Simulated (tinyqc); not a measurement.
# Elastic trap-assisted tunnelling through a dielectric: effects of single changes

Emitter at x = 0 (Fermi level 0), collector at x = t (Fermi level -V), band edge U(x) = phi - F x, F = V/t. A trap at x has the energy E = U(x) - Et. With G(u) = (4/(3 F)) sqrt(mo/C) max(u, 0)^1.5, C = hbar^2/(2 m0): S1 = G(phi - E) - G(Et), S2 = G(Et) - G(phi - V - E), T1,2 = exp(-S1,2). The steady rate through one trap is nu T1 T2 (f1 - f2)/(T1 + T2), f1 = f(E), f2 = f(E + V), f(y) = 1/(1 + exp(y/Vt)); both contacts offer states at E.

Values chosen for this exercise; dielectric values close to those of silicon dioxide: temperature T = 300 K; barrier above the emitter Fermi level phi = 3.14 eV; tunnelling mass mo = 0.48 m0; thickness t = 4.6 nm; trap depth below the band edge of the dielectric Et = 2.68 eV; trap density Nt = 2.6e18 cm^-3; attempt frequency nu = 1e13 1/s; voltage V = 2.1 V.

Constants: q = 1.602176634e-19 C, kB = 1.380649e-23 J/K, hbar = 1.054571817e-34 J s, m0 = 9.1093837015e-31 kg, Vt = kB T/q, hbar^2/(2 m0) = 0.0380998212 eV nm^2. Results are converted to the units shown.

Each table varies one quantity; the others keep the values above.

## Current against voltage

J = q Nt times the integral of the rate over x. Direct S = (4/(3 F)) sqrt(mo/C) [phi^1.5 - max(phi - V, 0)^1.5].

Results:
```
V (V)	J (A/cm^2)	x of the peak over t	larger S there	direct S
0.3	8.41e-13	0.497	26.9	56.5
0.83	1.60e-8	0.490	27.2	53.9
1.36	1.92e-7	0.465	26.5	51.1
2.42	4.37e-7	0.435	25.9	44.6
2.94	8.50e-7	0.418	25.4	40.5
3.47	2.49e-6	0.397	24.7	34.9
4	2.38e-5	0.364	23.6	30.3
4.53	3.28e-4	0.172	21.1	26.7
5.06	0.00267	0.150	18.9	23.9
```

Estimate the missing row, V = 1.89 V.

Computed row:
```
V (V)	J (A/cm^2)	x of the peak over t	larger S there	direct S
1.89	2.71e-7	0.451	26.3	48.0
```

With this row back in the table: J rises from 8.41e-13 to 0.00267 A/cm^2, by 8.08 decades a volt between the first two rows and 1.72 between the last two. The position of the peak falls from 0.497 to 0.150 of t; only traps beyond x/t = (phi - Et)/V lie below the emitter Fermi level, with phi - Et = 0.460 eV. It jumps from 0.364 to 0.172 between V = 4 and 4.53 V. For V = 5.06 the field exceeds 10 MV/cm.

## Effect of the trap depth

Same model as above.

The same in every row: direct S = 46.7.

Effect of the trap depth:
```
Et (eV)	J (A/cm^2)	x of the peak over t	larger S there
1.41	2.81e-13	0.813	39.7
1.67	4.24e-11	0.689	34.7
1.92	7.59e-9	0.570	29.5
2.18	1.24e-6	0.455	24.2
2.43	1.38e-6	0.438	24.8
2.69	3.03e-7	0.445	26.2
2.94	7.63e-8	0.450	27.5
3.2	1.98e-8	0.455	28.8
3.45	5.79e-9	0.458	30.0
```

What does the comparison show?

J goes from 2.81e-13 through a maximum of 1.38e-6 (at Et = 2.43 eV among the rows listed) to 5.79e-9 A/cm^2. Shallow traps near the emitter lie above its Fermi level and stay empty, while deep traps face higher barriers, so a middle depth conducts best.

Range of the model: Phonon-assisted (inelastic) capture, chains of traps and a spread of trap depths are left out.

Numbers from tinyqc (`OMP_NUM_THREADS=1 python tinyqc.py 2370170 2370171 out.jsonl`; about 0.06 s on one thread of a shared Intel Xeon 2.30GHz).
